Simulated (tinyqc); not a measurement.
Worked calculation: coupled-perturbed Hartree-Fock on RHF in the 3-21g basis, for H2, spin multiplicity 1. The polarisability along this axis is zero because the basis has no function that the field can mix in; the real value is not. One step of it, computed by the program tinyqc.

Problem. Iteration 1: building the Fock matrix. J_ij = sum D_kl (ij|kl), K_ij = sum D_kl (ik|jl); F = H + J - 0.5 K; E = tr D H + tr D J / 2 - 0.25 tr D K + E_nn.

D at the start:
```
          1H 1s     1H 2s     2H 1s     2H 2s
1H 1s  0.090366  0.160556  0.090366  0.160556
1H 2s  0.160556  0.285268  0.160556  0.285268
2H 1s  0.090366  0.160556  0.090366  0.160556
2H 2s  0.160556  0.285268  0.160556  0.285268
```

core Hamiltonian H = T + V (hartree):
```
           1H 1s      1H 2s      2H 1s      2H 2s
1H 1s  -0.847467  -0.913467  -0.696549  -0.737167
1H 2s  -0.913467  -0.946778  -0.737167  -0.855208
2H 1s  -0.696549  -0.737167  -0.847467  -0.913467
2H 2s  -0.737167  -0.855208  -0.913467  -0.946778
```

Two-electron integrals (ij|kl) in chemists' order, unique and non-zero (hartree):
```
(11|11) 1.140145   (21|11) 0.611403   (21|21) 0.345152   (22|11) 0.626370
(22|21) 0.380329   (22|22) 0.482957   (31|11) 0.344460   (31|21) 0.195767
(31|22) 0.217143   (31|31) 0.142806   (32|11) 0.322728   (32|21) 0.194898
(32|22) 0.241308   (32|31) 0.149809   (32|32) 0.178879   (33|11) 0.649866
(33|21) 0.400909   (33|22) 0.511020   (33|31) 0.344460   (33|32) 0.433742
(33|33) 1.140145   (41|11) 0.433742   (41|21) 0.245772   (41|22) 0.272516
(41|31) 0.149809   (41|32) 0.152388   (41|33) 0.322728   (41|41) 0.178879
(42|11) 0.486649   (42|21) 0.297329   (42|22) 0.383514   (42|31) 0.187799
(42|32) 0.220195   (42|33) 0.486649   (42|41) 0.220195   (42|42) 0.325043
(43|11) 0.400909   (43|21) 0.246496   (43|22) 0.317127   (43|31) 0.195767
(43|32) 0.245772   (43|33) 0.611403   (43|41) 0.194898   (43|42) 0.297329
(43|43) 0.345152   (44|11) 0.511020   (44|21) 0.317127   (44|22) 0.426121
(44|31) 0.217143   (44|32) 0.272516   (44|33) 0.626370   (44|41) 0.241308
(44|42) 0.383514   (44|43) 0.380329   (44|44) 0.482957
```

nuclear repulsion = 0.68017636 hartree

Give: Coulomb J; exchange K; Fock matrix F; total energy of this density.

Solution.

Coulomb J (hartree):
```
        1H 1s   1H 2s   2H 1s   2H 2s
1H 1s  1.3941  0.8269  0.5410  0.6155
1H 2s  0.8269  1.0091  0.6155  0.8585
2H 1s  0.5410  0.6155  1.3941  0.8269
2H 2s  0.6155  0.8585  0.8269  1.0091
```

exchange K (hartree):
```
        1H 1s   1H 2s   2H 1s   2H 2s
1H 1s  0.9145  0.8439  0.7022  0.7778
1H 2s  0.8439  0.8977  0.7778  0.8691
2H 1s  0.7022  0.7778  0.9145  0.8439
2H 2s  0.7778  0.8691  0.8439  0.8977
```

Fock matrix F (hartree):
```
         1H 1s    1H 2s    2H 1s    2H 2s
1H 1s   0.0894  -0.5085  -0.5066  -0.5106
1H 2s  -0.5085  -0.3865  -0.5106  -0.4312
2H 1s  -0.5066  -0.5106   0.0894  -0.5085
2H 2s  -0.5106  -0.4312  -0.5085  -0.3865
```

total energy of this density = -1.101631 hartree
